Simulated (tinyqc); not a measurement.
# Free and trapped electrons in a MOS channel with a dense trap tail: effect of the density of the tail at the conduction edge

p-type body, charge-sheet picture, full ionisation (an idealisation for deep acceptors), Boltzmann statistics for free electrons. e = Ec - EF at the surface. Acceptor-like traps of density D(E) = D0 + De exp(-E/Ew) at depth E below Ec, from 0 to Eu, hold n_t = integral of D(E)/(1 + exp((e - E)/Vt)). psi = Eg - Vt ln(Nv/Na) - e; N_dep = sqrt(2 eps0 eps_r Na (psi - Vt)/q); n_f = sqrt(N_dep^2 + 2 eps0 eps_r Vt Nc exp(-e/Vt)/q) - N_dep; Vg = Vfb + psi + q (N_dep + n_t + n_f)/Cox, Cox = eps0 eox/tox.

VT is the Vg for n_f = 1e11 cm^-2; swing ln 10 n_f/(dn_f/dVg) at n_f = 1e8 cm^-2; the last three columns are for Vg = VT + 2.2 V, with free share n_f/(n_f + n_t) and field-effect mobility mf q (dn_f/dVg)/Cox; there EF is near the band edge, where Boltzmann statistics are rough.

Inputs (values chosen for the exercise); band and dielectric values close to those of silicon: temperature T = 250 K; band gap Eg = 1.13 eV; relative permittivity eps_r = 11.6; conduction-band density of states at T Nc = 2.1e19 cm^-3; valence-band density of states at T Nv = 1.99e19 cm^-3; relative permittivity of the insulator eox = 3.9; insulator thickness tox = 28 nm; acceptor density Na = 6.8e15 cm^-3; flat-band voltage without trapped charge Vfb = -0.98 V; constant background density of acceptor-like traps D0 = 3.2e10 cm^-2 eV^-1; decay energy of the tail Ew = 0.13 eV; depth below Ec down to which the traps reach Eu = 0.57 eV; mobility of free electrons mf = 170 cm^2/(V s).

Constants: q = 1.602176634e-19 C, kB = 1.380649e-23 J/K, Vt = kB T/q, eps0 = 8.8541878128e-14 F/cm where lengths are in cm. Results are converted to the units shown.

Result of one run:

| e at VT (eV) | VT (V) | q n_t/Cox at VT (V) | swing (mV/decade) | n_f (cm^-2) | free share (%) | field-effect mobility (cm^2/(V s)) |
|---|---|---|---|---|---|---|
| 0.09706 | 3.634 | 3.272 | 459.9 | 6.006e11 | 14.08 | 71.36 |

Which density of the tail at the conduction edge De gave this result: 5e12, 1e13, 4e13 or 9e13 cm^-2 eV^-1?

De = 4e13 cm^-2 eV^-1.

The whole series:

| De (cm^-2 eV^-1) | e at VT (eV) | VT (V) | q n_t/Cox at VT (V) | swing (mV/decade) | n_f (cm^-2) | free share (%) | field-effect mobility (cm^2/(V s)) |
|---|---|---|---|---|---|---|---|
| 1e12 | 0.09706 | 0.4633 | 0.1010 | 74.37 | 1.661e12 | 92.78 | 164.7 |
| 2e12 | 0.09706 | 0.5446 | 0.1823 | 84.26 | 1.614e12 | 87.06 | 162.7 |
| 5e12 | 0.09706 | 0.7886 | 0.4262 | 113.9 | 1.480e12 | 72.37 | 156.2 |
| 1e13 | 0.09706 | 1.195 | 0.8327 | 163.3 | 1.279e12 | 54.12 | 143.7 |
| 2e13 | 0.09706 | 2.008 | 1.646 | 262.2 | 9.633e11 | 32.13 | 116.1 |
| 4e13 | 0.09706 | 3.634 | 3.272 | 459.9 | 6.006e11 | 14.08 | 71.36 |
| 9e13 | 0.09706 | 7.700 | 7.337 | 954.2 | 3.076e11 | 4.150 | 28.08 |
| 2e14 | 0.09706 | 16.64 | 16.28 | 2042 | 1.824e11 | 1.275 | 9.981 |

As De goes from 1e12 to 2e14, VT rises from 0.463 to 16.6 V, its part due to traps rises from 0.101 to 16.3 V, the swing rises from 74.4 to 2040 mV/decade and the field-effect mobility falls from 165 to 9.98 cm^2/(V s).

Computed by the program tinyqc: `OMP_NUM_THREADS=1 python tinyqc.py 2222157 2222158 out.jsonl`, one thread of a shared Intel Xeon 2.30GHz, about 0.02 s for the whole run.
